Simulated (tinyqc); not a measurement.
# Delay unit and parasitic delay from two ring oscillators

Inverse problem. A ring of 21 inverters oscillates at 1/(2 x 21 d), with stage delay d = tau (h + p) for fan-out h. Find tau, p and the delay at fan-out 4.

frequencies of 21-stage ring oscillators with fan-out 2 and 4 (GHz): [1.2705324, 0.71932531]

Answer. d is a straight line in h with slope tau and intercept tau p.

tau = 7.18 ps
p = 0.610
delay at fan-out 4 = 33.1 ps

tinyqc, about 0.01 s, one thread, Intel Xeon 2.30GHz (shared host): `OMP_NUM_THREADS=1 python tinyqc.py 2082017 2082018 out.jsonl`
